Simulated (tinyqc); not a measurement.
Two-dimensional dopant profile at a mask edge: lateral junction, overlap and effective channel length: one step, computed by the program tinyqc.

Ions enter for y < 0; the mask (spacer, then gate) covers y > 0. x is the depth. The surface reflects dopant during the anneal.

Problem. Lateral junction at the surface. Widths s_x^2 = (vertical straggle)^2 + 2 D t, s_y^2 = (lateral straggle)^2 + 2 D t. C(x, y) = V(x) (1/2) erfc(y/(sqrt2 s_y)), V(x) = Q/(sqrt(2 pi) s_x) [exp(-(x - R_p)^2/(2 s_x^2)) + exp(-(x + R_p)^2/(2 s_x^2))]; 1 nm = 1e-7 cm. The lateral junction at depth x solves C = C_B: y_j(x) = sqrt2 s_y erfc^-1(2 C_B/V(x)). Overlap under the gate = y_j(0) - spacer; metallurgical channel L_met = L_g - 2 overlap (tails from the two sides are not added). Abruptness at y_j(0) in nm per decade = ln(10) s_y sqrt(pi/2) exp(u^2) erfc(u), u = y_j/(sqrt2 s_y). Overlap capacitance per width = 3.9 eps_0 overlap/t_ox (zero if there is no overlap).

Inputs (values chosen for the exercise, modelled on a source-drain extension in silicon):

| quantity | value | unit |
|---|---|---|
| channel doping C_B | 1.6e+18 | 1/cm^3 |
| gate length L_g | 170 | nm |
| offset spacer | 2.6 | nm |
| oxide thickness | 3.5 | nm |

s_y = 11.04536 nm

V at the surface = 6.699148e+18 1/cm^3

vertical junction x_j = 42.37935 nm

Constants: eps_0 = 8.8541878128e-12 F/m.

Give: lateral junction y_j(0); ratio y_j(0)/x_j; overlap; metallurgical channel L_met; lateral abruptness; overlap capacitance.

Solution.

lateral junction y_j(0) = 7.843 nm

ratio y_j(0)/x_j = 0.1851

overlap = 5.243 nm

metallurgical channel L_met = 159.5 nm

lateral abruptness = 19.59 nm/decade

overlap capacitance = 0.05173 fF/um

The two overlaps take 6 % of the gate length. Caution: the profile peaks below the surface, where the junction reaches further under the gate than y_j(0); the overlap given is the one at the surface.
